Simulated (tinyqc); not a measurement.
Polycrystalline film, grain-boundary barriers (Seto model): one step of the calculation.

One-dimensional grains of size Lg with donors N; each boundary has Qt acceptor-like traps per area at one level Et below the band edge. Trapped electrons qt deplete a width w = qt/N (both sides together) and raise a barrier Vb = q N w^2/(8 eps0 eps_r). Current crosses the barriers by thermionic emission at small bias. Abrupt depletion, full ionisation, Boltzmann statistics.

Task. Critical doping and limits of the barrier. N* = Qt/Lg; fully depleted grains have Vb = q N Lg^2/(8 eps0 eps_r), filled traps Vb = q Qt^2/(8 eps0 eps_r N); the true barrier cannot exceed the smaller.

Inputs (values chosen for the exercise); values close to those of polycrystalline silicon:
- eps_r = 11.7 (relative permittivity of the semiconductor)
- Lg = 80 nm (grain size)
- Qt = 1.2e12 cm^-2 (trap density at a boundary)
- N = 3.8e16 cm^-3 (donor density)

Constants: q = 1.602176634e-19 C, eps0 = 8.8541878128e-14 F/cm where lengths are in cm. Results are converted to the units shown.

Wanted: N*; Vb, fully depleted; Vb, traps filled.

Result.

N* = 1.5000e17 cm^-3
Vb, fully depleted = 0.047016 V
Vb, traps filled = 0.73260 V

Computed by the program tinyqc: `OMP_NUM_THREADS=1 python tinyqc.py 2610019 2610020 out.jsonl`, one thread of a shared Intel Xeon 2.30GHz, about 0.01 s for the whole run.
